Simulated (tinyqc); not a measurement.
# Hole mobility in a silicon inversion layer, empirical terms and Matthiessen rule, step by step

Computed by the program tinyqc: `OMP_NUM_THREADS=1 python tinyqc.py 2510024 2510025 out.jsonl`, one thread of a shared Intel Xeon 2.30GHz, about 0.01 s for the whole run. Printed values are rounded.

Inversion layer of sheet density Ns on a uniformly doped body. The mobility terms are empirical power laws with prefactors chosen for the exercise; adding their inverses (Matthiessen) is itself an approximation.

Values chosen for this exercise; material values close to those of silicon:

| symbol | value | unit | meaning |
|---|---|---|---|
| T | 400 | K | temperature |
| Eg | 1.13 | eV | band gap |
| eps_r | 11.8 |  | relative permittivity of the semiconductor |
| Nc | 4.28e19 | cm^-3 | conduction-band density of states at T |
| Nv | 4.13e19 | cm^-3 | valence-band density of states at T |
| Nb | 9.2e17 | cm^-3 | body doping |
| Vsb | 0 | V | reverse body bias |
| eta | 0.3333 |  | weight of the inversion charge in the effective field |
| Cox | 1.11 | uF/cm^2 | gate capacitance |
| Ap | 127 | cm^2/(V s) | phonon-limited mobility at 1 MV/cm and 300 K |
| As | 576 | cm^2/(V s) | roughness-limited mobility at 1 MV/cm |
| gs | 1.3 |  | exponent of the roughness term |
| Ac | 1400 | cm^2/(V s) | Coulomb prefactor |
| Nit | 7.8e11 | cm^-2 | charge at the interface |
| Ns | 3.4e12 | cm^-2 | inversion density |
| WL | 10 |  | ratio W/L |
| Vd | 0.05 | V | drain voltage |
| I | 18 | uA | measured linear current |

Constants: q = 1.602176634e-19 C, kB = 1.380649e-23 J/K, Vt = kB T/q, eps0 = 8.8541878128e-14 F/cm where lengths are in cm. Results are converted to the units shown.

## Depletion charge and effective field

ni = sqrt(Nc Nv) exp(-Eg/(2 Vt)), Eg in volts; Ndep = sqrt(2 eps0 eps_r Nb (2 Vt ln(Nb/ni) + Vsb)/q); E = q (Ndep + eta Ns)/(eps0 eps_r), in MV/cm.

ni = 3.19897e12 cm^-3
Ndep = 3.22445e12 cm^-2
E = 0.668243 MV/cm

The depletion charge gives 74.0 % of the field.

## Mobility terms and their sum

With t = T/(300 K): muC = Ac (Ns/1e12 cm^-2) t/(Nb/1e17 cm^-3 + Nit/1e11 cm^-2), muP = Ap E^(-1/3) t^(-1.75), muS = As E^(-gs); 1/mu is the sum of the inverses.

terms (cm^2/(V s)): Coulomb 373.333, phonon 87.8044, roughness 972.765
mu = 66.2448 cm^2/(V s)
shares of 1/mu (%): Coulomb 17.7441, phonon 75.4459, roughness 6.80995

The phonon term limits most.

## Iteration 1: inversion density for the measured current

Ns at the start = 2.4e12 cm^-2

I = (W/L) q Ns mu Vd. E = q (Ndep + eta Ns)/(eps0 eps_r) in MV/cm. With t = T/(300 K): muC = Ac (Ns/1e12 cm^-2) t/(Nb/1e17 cm^-3 + Nit/1e11 cm^-2), muP = Ap E^(-1/3) t^(-1.75), muS = As E^(-gs); 1/mu is the sum of the inverses. Ns(new) = I/((W/L) q mu Vd).

E = 0.617132 MV/cm
mu = 63.2412 cm^2/(V s)
Ns after iteration 1 = 3.55297e12 cm^-2

## Iteration 2: inversion density for the measured current

As before.

E = 0.676061 MV/cm
mu = 66.4889 cm^2/(V s)
Ns after iteration 2 = 3.37943e12 cm^-2

## Course of the iteration: inversion density for the measured current

Stop when Ns changes by less than 1e5 cm^-2, or after 120 iterations.

Course of the iteration:

| iteration | Ns (cm^-2) | \|change\| (cm^-2) |
|---|---|---|
| 1 | 3.55297e12 | 1.15e12 |
| 2 | 3.37943e12 | 1.74e11 |
| 3 | 3.39373e12 | 1.43e10 |
| 4 | 3.39244e12 | 1.29e9 |
| 5 | 3.39255e12 | 1.15e8 |
| 6 | 3.39254e12 | 1.03e7 |
| 7 | 3.39254e12 | 9.26e5 |
| 8 | 3.39254e12 | 8.29e4 |

Converged in 8 iterations. At the end each change is about 0.090 times the one before, with alternating sign: linear convergence.

## Split C-V extraction

| point | Vg (V) | Cgc (uF/cm^2) | I (uA) |
|---|---|---|---|
| 0 | 0.2 | 0.00154937 | 1.60271e-6 |
| 1 | 0.3 | 0.0147665 | 1.46685e-4 |
| 2 | 0.4 | 0.127740 | 0.0117538 |
| 3 | 0.5 | 0.617628 | 0.416780 |
| 4 | 0.6 | 1.02526 | 2.74802 |
| 5 | 0.7 | 1.10057 | 6.53127 |
| 6 | 0.8 | 1.10901 | 10.6514 |
| 7 | 0.9 | 1.10990 | 14.7747 |
| 8 | 1 | 1.10999 | 18.8115 |
| 9 | 1.1 | 1.11000 | 22.7335 |
| 10 | 1.2 | 1.11000 | 26.5331 |
| 11 | 1.3 | 1.11000 | 30.2107 |
| 12 | 1.4 | 1.11000 | 33.7703 |

Q(Vg) is the trapezoid sum of Cgc from the first point (where Q is taken as 0); mu_eff = I/((W/L) Q Vd); mu_FE = (dI/dVg)/((W/L) Cox Vd) with a backward difference. Listed from point 4 on.

| point | Q (uC/cm^2) | mu_eff (cm^2/(V s)) | mu_FE (cm^2/(V s)) |
|---|---|---|---|
| 4 | 0.127354 | 43.1556 | 42.0043 |
| 5 | 0.233646 | 55.9074 | 68.1667 |
| 6 | 0.344125 | 61.9040 | 74.2357 |
| 7 | 0.455071 | 64.9338 | 74.2952 |
| 8 | 0.566065 | 66.4640 | 72.7340 |
| 9 | 0.677064 | 67.1530 | 70.6666 |
| 10 | 0.788064 | 67.3373 | 68.4612 |
| 11 | 0.899064 | 67.2048 | 66.2639 |
| 12 | 1.01006 | 66.8676 | 64.1367 |

At the last point mu_FE is 4.1 % below mu_eff: where the mobility falls with gate voltage the slope of I understates it.
